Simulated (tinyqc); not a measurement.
Off-state leakage of single and stacked transistors: two steps of the calculation.

n-channel devices of unit width. Subthreshold current I(Vg, Vs, Vd) = I0 (T/300 K)^0.5 exp[(Vg - Vs - VT(T) - gb (Vs - Vb) + dd (Vd - Vs))/(nf Vt)] (1 - exp(-(Vd - Vs)/Vt)), VT(T) = VT - cT (T - 300 K). Gate-edge tunnelling Ig (Vd/1 V) exp(ag (Vd - 1 V)), for a gate at 0 V, and band-to-band leakage Ab u exp(-Bb/u), u = Vd - Vb + 1 V, flow at a drain held at V; both are taken as independent of T. In a stack of off transistors (all gates at 0 V) the same subthreshold current passes through each.

Parameters, values chosen for the exercise; values of the order met in bulk silicon logic transistors: temperature T = 330 K; supply voltage V = 1 V; threshold at 300 K, zero drain and body bias VT = 0.42 V; fall of the threshold with temperature cT = 0.7 mV/K; current at threshold at 300 K I0 = 0.18 uA/um; slope factor nf = 1.4; drain-induced lowering per volt dd = 0.07; rise of the threshold per volt of source-body bias gb = 0.11; gate-edge tunnelling current at 1 V Ig = 2e-6 uA/um; exponential slope of the gate current ag = 5.1 1/V; prefactor of band-to-band leakage at the drain Ab = 20 uA/(um V); its exponential voltage Bb = 23 V; body voltage Vb = -0.6 V.

Constants: q = 1.602176634e-19 C, kB = 1.380649e-23 J/K, Vt = kB T/q. Results are converted to the units shown.

Problem 1. Leakage of one transistor. Vg = Vs = 0, Vd = V; effective threshold VT(T) - gb Vb - dd V.

Find: effective threshold; parts; total; shares.

Solution 1.

effective threshold = 0.39500 V
parts (nA/um): subthreshold 0.0092697, gate edge 0.0020000, band-to-band 7.4846
total = 7.4959 nA/um
shares (%): subthreshold 0.12366, gate edge 0.026681, band-to-band 99.850

The band-to-band part is the largest.

Problem 2. New Vx. Stack of two, Vx the node between them: I_low = I(0, 0, Vx), I_up = I(0, Vx, V), f = ln(I_up/I_low), f' = -(1 + gb + 2 dd)/(nf Vt) - 1/(Vt (exp(Vx/Vt) - 1)) - 1/(Vt (exp((V - Vx)/Vt) - 1)), Vx(new) = Vx - f/f'.

Vx after iteration 1 = 0.060051426 V

Wanted: I_low; I_up; f; f'; Vx after iteration 2.

Solution 2.

I_low = 0.001561 nA/um
I_up = 0.001563 nA/um
f = 0.001799
f' = -36.24 1/V
Vx after iteration 2 = 0.06010 V

Numbers from tinyqc (`OMP_NUM_THREADS=1 python tinyqc.py 2242073 2242074 out.jsonl`; about 0.03 s on one thread of a shared Intel Xeon 2.30GHz).
